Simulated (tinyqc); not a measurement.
Worked calculation: pressure-driven transition between two phases with analytic equations of state. Computed by tinyqc, a small Python program that keeps every step. Command: `OMP_NUM_THREADS=1 python tinyqc.py 3007346 3007347 out.jsonl transition walk`. One thread of a shared host (Intel(R) Xeon(R) Processor @ 2.30GHz), about 0.02 s of CPU time with the checks. Intermediate numbers are printed to about 6 digits and carried at full precision; extremes and crossings named in words are read from the listed rows.

Each phase obeys E = E0 + (9 B0 V0/h^2) {1 + [h (1 - x) - 1] exp(h (1 - x))}, P = 3 B0 (1 - x) x^-2 exp(h (1 - x)), x = (V/V0)^(1/3), h = (3/2)(B' - 1); E0 = 0 for phase 1 and Delta E0 for phase 2. H = E + P V.

Inputs (values chosen for the exercise, for two model phases):
```
quantity                                   value             unit
volume V0 of phase 1                        11.6  angstrom^3/atom
B0 of phase 1                               73.9              GPa
B' of phase 1                                4.6                -
volume V0 of phase 2                        9.76  angstrom^3/atom
B0 of phase 2                               94.8              GPa
B' of phase 2                               4.61                -
energy of phase 2 above phase 1, Delta E0  0.016          eV/atom
entropy of phase 2 less phase 1, Delta S    0.57         k_B/atom
temperature T                                600                K
```

Equation of state: Vinet.

Constants: 1 eV/angstrom^3 = 160.2176634 GPa; k_B = 8.617333262e-05 eV/K.

## First estimate from rigid phases

If neither phase were compressed, P = Delta E0/(V0 of phase 1 - V0 of phase 2).

rigid estimate = 1.39320 GPa

## One Newton step

At the estimate, solve P(V) = P for each phase, form H, and step P(new) = P - (H_2 - H_1)/(V_2 - V_1), since dH/dP = V.

V_1 = 11.3921 angstrom^3

H_1 = 0.0999505 eV

V_2 = 9.62217 angstrom^3

H_2 = 0.100262 eV

next pressure = 1.42143 GPa

## Transition pressure at zero temperature

Start from P = Delta E0/(V0 of phase 1 - V0 of phase 2); at each P solve P(V) = P for both phases and step P(new) = P - (H_2 - H_1)/(V_2 - V_1); stop when |H_2 - H_1| < 1e-10 eV. At the zero-temperature transition the volume change is V_2/V_1 - 1 and the work is P (V_1 - V_2).

Iterations:
```
step  P (GPa)  V_1 (angstrom^3)  V_2 (angstrom^3)  H_2 - H_1 (meV)
0     1.39320           11.3921           9.62217      3.11877e-01
1     1.42143           11.3881           9.61948      1.16512e-04
2     1.42144           11.3881           9.61948                0
```

transition pressure = 1.42144 GPa

V_1 at the transition = 11.3881 angstrom^3

V_2 at the transition = 9.61948 angstrom^3

volume change = -15.5303 %

work P (V_1 - V_2) = 0.0156909 eV/atom

The rigid estimate is low by 2.0 %: phase 1 shrinks faster than phase 2, so the volume gain narrows under pressure.

## Enthalpies against pressure

For each P solve P(V) = P in both phases.

Both phases:
```
P (GPa)  V_1 (angstrom^3)  V_2 (angstrom^3)  H_2 - H_1 (meV/atom)   stable
0.00              11.6000           9.76000               16.0000  phase 1
0.36              11.5442           9.72333               11.8872  phase 1
0.71              11.4914           9.68840                7.9290  phase 1
1.10              11.4341           9.65028                3.5635  phase 1
1.30              11.4054           9.63105                1.3427  phase 1
1.50              11.3770           9.61204               -0.8663  phase 2
1.80              11.3351           9.58389               -4.1582  phase 2
2.30              11.2671           9.53797               -9.5886  phase 2
```

H_2 - H_1 changes with slope V_2 - V_1, from -1.840 to -1.729 angstrom^3 per atom over the table, and passes zero at 1.42 GPa. An error of 10 meV per atom in Delta E0 moves the transition by about 0.91 GPa.

## Shift with temperature

At T the condition is H_2 - H_1 - T Delta S = 0, with Delta S constant and thermal expansion left out; the Clausius-Clapeyron slope is dP/dT = Delta S/(V_2 - V_1) at the zero-temperature point.

Clapeyron slope = -4.44968 MPa/K

transition pressure at T = -1.15266 GPa

linear estimate at T = -1.24837 GPa

The dense phase has the higher entropy, so heating lowers the transition pressure. Caution: the transition pressure at T is negative: phase 2 is already the stable one at zero pressure. Caution: a constant Delta S holds only at high temperature; it vanishes as T goes to 0, so the shift counted from T = 0 is somewhat too large.

Checks made by the program: slope of the common tangent, -(E_2 - E_1)/(V_2 - V_1) (relative difference below 1e-10).
